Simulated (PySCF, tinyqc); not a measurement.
Worked calculation: G0W0 on RHF in the sto-3g basis, for H3+, spin multiplicity 1. The lowest restricted solution is unstable here: a spin-polarised one lies 0.0037 hartree lower (PySCF). One step of it, computed by the program tinyqc.

Problem. Iteration 4 (converged): orbitals. Diagonalise F' = X^T F X, C = X C', fill 1 alpha and 1 beta electrons from the bottom; D = 2 C_occ C_occ^T. Each column has its largest component positive (the first on a tie).

converged F (hartree), lower triangle:
```
           1H 1s      2H 1s      3H 1s
1H 1s  -0.684264
2H 1s  -0.533661  -0.500559
3H 1s  -0.534120  -0.191280  -0.500680
```

X:
```
               1          2         3
1H 1s   1.092301  -0.000134  0.536051
2H 1s  -0.724309   0.735665  0.403783
3H 1s  -0.725241  -0.734921  0.404093
```

Give: F' = X^T F X; orbital energies; coefficients C; D after iteration 4.

Solution.

F' = X^T F X (hartree), lower triangle:
```
         1        2        3
1   0.1473
2   0.0000  -0.3345
3  -0.0518   0.0000  -0.8848
```

orbital energies (hartree): MO1 -0.8874, MO2 -0.3345, MO3 0.1499

coefficients C:
```
          MO1      MO2      MO3
1H 1s  0.5900  -0.0002   1.0641
2H 1s  0.3671   0.7357  -0.7435
3H 1s  0.3673  -0.7349  -0.7446
```

D after iteration 4, lower triangle:
```
        1H 1s   2H 1s   3H 1s
1H 1s  0.6962
2H 1s  0.4332  0.2695
3H 1s  0.4334  0.2697  0.2698
```
